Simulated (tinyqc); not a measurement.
Buckled dimers of a reconstructed (001) surface, two dangling bonds a dimer: one step. The bands on the mesh. Three cases, with inputs chosen for the exercise.

Problem. Both levels at each k_j for the trial z, and W(z).

In a dimer one atom moves up by z and the other down by z; the dangling bond of the up atom (more s-like) falls by gm z and that of the down atom rises by gm z. With all dimers tilted alike: H(k) = [[-gm z - 2 ta cos k, -tp - 2 tx cos k], [., gm z - 2 ta cos k]], k along the row in 1/a. Two electrons a dimer fill the lowest N of the 2N levels on the mesh k_j = (j + 1/2) pi/N. Total energy a dimer: W(z) = (2/N) sum of the filled levels + kf z^2. Repulsion between electrons is left out.

Case 1.

Values chosen (of the size met on Si(001); the results hold for these values, not for the real material):
- tp = 0.17 eV (pi coupling inside a dimer)
- ta = 0.1 eV (coupling between like atoms along the row)
- tx = 0.05 eV (diagonal coupling along the row)
- gm = 1.82 eV/angstrom (shift of a dangling bond with height)
- kf = 7.9 eV/angstrom^2 (force constant of buckling)
- z = 0.14 angstrom (a trial buckling)
- N = 16 (k points)

Case 2.

Values chosen (of the size met on Si(001); the results hold for these values, not for the real material):
- tp = 0.36 eV (pi coupling inside a dimer)
- ta = 0.19 eV (coupling between like atoms along the row)
- tx = 0.01 eV (diagonal coupling along the row)
- gm = 1.61 eV/angstrom (shift of a dangling bond with height)
- kf = 3.6 eV/angstrom^2 (force constant of buckling)
- z = 0.17 angstrom (a trial buckling)
- N = 16 (k points)

Case 3.

Values chosen (of the size met on Ge(001); the results hold for these values, not for the real material):
- tp = 0.32 eV (pi coupling inside a dimer)
- ta = 0.1 eV (coupling between like atoms along the row)
- tx = 0.06 eV (diagonal coupling along the row)
- gm = 1.83 eV/angstrom (shift of a dangling bond with height)
- kf = 4.8 eV/angstrom^2 (force constant of buckling)
- z = 0.24 angstrom (a trial buckling)
- N = 12 (k points)

Give: a table of j, k (pi/a), lower, upper; band energy; elastic energy; W.

Solution.

Case 1.

Levels (eV):
```
j   k (pi/a)    lower   upper
0     0.0312  -0.5699  0.1719
1     0.0938  -0.5595  0.1767
2     0.1562  -0.5391  0.1864
3     0.2188  -0.5097  0.2005
4     0.2812  -0.4724  0.2187
5     0.3438  -0.4291  0.2405
6     0.4062  -0.3814  0.2653
7     0.4688  -0.3315  0.2922
8     0.5312  -0.2814  0.3206
9     0.5938  -0.2331  0.3493
10    0.6562  -0.1886  0.3772
11    0.7188  -0.1493  0.4031
12    0.7812  -0.1165  0.4257
13    0.8438  -0.0912  0.4440
14    0.9062  -0.0740  0.4568
15    0.9688  -0.0653  0.4634
```

band energy = -0.6240 eV
elastic energy = 0.1548 eV
W = -0.4692 eV

Case 2.

Levels (eV):
```
j   k (pi/a)    lower   upper
0     0.0312  -0.8464  0.0901
1     0.0938  -0.8312  0.1040
2     0.1562  -0.8015  0.1313
3     0.2188  -0.7584  0.1709
4     0.2812  -0.7035  0.2213
5     0.3438  -0.6389  0.2806
6     0.4062  -0.5672  0.3466
7     0.4688  -0.4910  0.4165
8     0.5312  -0.4134  0.4879
9     0.5938  -0.3373  0.5579
10    0.6562  -0.2656  0.6239
11    0.7188  -0.2011  0.6833
12    0.7812  -0.1463  0.7338
13    0.8438  -0.1032  0.7734
14    0.9062  -0.0735  0.8008
15    0.9688  -0.0584  0.8147
```

band energy = -0.9046 eV
elastic energy = 0.1040 eV
W = -0.8006 eV

Case 3.

Levels (eV):
```
j   k (pi/a)    lower   upper
0     0.0417  -0.8193  0.4227
1     0.1250  -0.8000  0.4305
2     0.2083  -0.7631  0.4457
3     0.2917  -0.7111  0.4676
4     0.3750  -0.6482  0.4951
5     0.4583  -0.5789  0.5267
6     0.5417  -0.5082  0.5604
7     0.6250  -0.4412  0.5942
8     0.7083  -0.3821  0.6256
9     0.7917  -0.3347  0.6521
10    0.8750  -0.3017  0.6712
11    0.9583  -0.2847  0.6813
```

band energy = -1.0955 eV
elastic energy = 0.2765 eV
W = -0.8191 eV

The lower band is full and the upper empty.

Computed by tinyqc, one run a case: `OMP_NUM_THREADS=1 python tinyqc.py N N+1 out.jsonl` with N = 1481046, 1481280, 1481476; one thread of a shared Intel(R) Xeon(R) Processor @ 2.30GHz, about 0.06 s a run at most.
